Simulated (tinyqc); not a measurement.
Shrinking the mesa: defect, radiative and Auger recombination at equal electron and hole densities (ABC model).

J/(e d) = Ae n + B n^2 + C n^3 with Ae = A + 4 S/w (four side walls, carriers spread evenly), e = 1.602176634e-19 C, lengths in cm; internal efficiency IQE = B n^2/(Ae n + B n^2 + C n^3); all injected carriers recombine in the layer.

Parameters, chosen for this exercise (orders of magnitude like those quoted for Si; the results hold for these values, not for the real material):
- A = 30000 1/s (defect rate)
- B = 3.2e-15 cm^3/s (radiative coefficient)
- C = 9.3e-31 cm^6/s (Auger coefficient)
- d = 110000 nm (active thickness)
- S2 = 0.75 cm/s (recombination velocity of the side walls in this comparison)
- J = 1.2 A/cm^2 (current density)

S = S2; w takes the values listed.

Results:

| w (micrometre) | Ae (1/s) | IQE_max | J at the peak (A/cm^2) | IQE at J |
|---|---|---|---|---|
| 200 | 3.02e+04 | 0.00946 | 19.3 | 0.00231 |
| 100 | 3.03e+04 | 0.00944 | 19.5 | 0.00229 |
| 50 | 3.06e+04 | 0.00940 | 19.8 | 0.00225 |
| 20 | 3.15e+04 | 0.00926 | 20.6 | 0.00213 |
| 10 | 3.30e+04 | 0.00905 | 22.1 | 0.00195 |
| 5 | 3.60e+04 | 0.00867 | 25.2 | 0.00165 |
| 2 | 4.50e+04 | 0.00776 | 35.2 | 0.00106 |
| 1 | 6.00e+04 | 0.00673 | 54.1 | 0.000602 |

What does the comparison show?

The walls equal the bulk defect rate at w = 4 S/A = 1 micrometre. From 200 to 1 micrometre the peak efficiency falls from 0.00946 to 0.00673 and moves to a current 2.8 times higher; at the fixed J the efficiency goes from 0.00231 to 0.000602. For large w diffusion to the walls, left out here, would limit the loss. Rows with w below the thickness of the layer describe needles rather than mesas and are formal.

(tinyqc, `OMP_NUM_THREADS=1 python tinyqc.py 1650512 1650513 out.jsonl`, Intel(R) Xeon(R) Processor @ 2.30GHz, 1 thread, shared host, about 0.01 s.)
